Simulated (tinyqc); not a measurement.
Ion-assisted plasma etching: sheath, surface coverage, synergy and aspect-ratio dependence: one step, computed by the program tinyqc. Command: `OMP_NUM_THREADS=1 python tinyqc.py 3031777 3031778 out.jsonl etch walk`. One thread of a shared host (Intel(R) Xeon(R) Processor @ 2.30GHz), about 0.05 s of CPU time with the checks.

Radicals adsorb on bare sites; ions remove covered sites with a high yield and bare sites by sputtering; a slow spontaneous reaction acts everywhere, walls included.

Problem. Rate at the floor of the feature. Transmission of a long trench, rough form: K = (1 + ln(1 + A))/(1 + A + ln(1 + A)), walls that scatter diffusely without loss. With a loss probability S = s (1 - theta) at the floor, G_b/G_n = K/(K + S - K S); theta follows G_b, and the two are solved together. Ions are taken to reach the floor unshadowed; G_b replaces G_n in every term of the rate; A is depth over width. Steady coverage: s G_n (1 - theta) = x Y G_i theta; removal flux = Y G_i theta + Y_p G_i (1 - theta) + k_c G_n; rate = flux/N, 1 cm/s = 6e8 nm/min.

Inputs (values chosen for the exercise, close to those used for silicon in a halogen plasma):
```
quantity                                value    unit
gas temperature T_g                       600       K
sticking coefficient s                    0.5       -
radicals per removed unit x                 3       -
spontaneous reaction probability k_c  0.00025       -
solid density N                         5e+22  1/cm^3
aspect ratio A                            2.1       -
```

Feature: long trench.

yield Y = 0.8067041

sputter yield Y_p = 0.07692184

ion flux G_i = 1.261278e+15 1/(cm^2 s)

radical flux G_n = 2.243261e+17 1/(cm^2 s)

vertical rate = 12.59008 nm/min

Give: transmission K; G_b/G_n; coverage at the floor; rate at the floor; floor rate over open-field rate.

Solution.

transmission K = 0.5037

G_b/G_n = 0.9870

coverage at the floor = 0.9732

rate at the floor = 12.58 nm/min

floor rate over open-field rate = 0.9990

The lag is 0.100 %. Caution: the trench transmission is an interpolation between the limits 1 and ln(A)/A, good to tens of per cent.
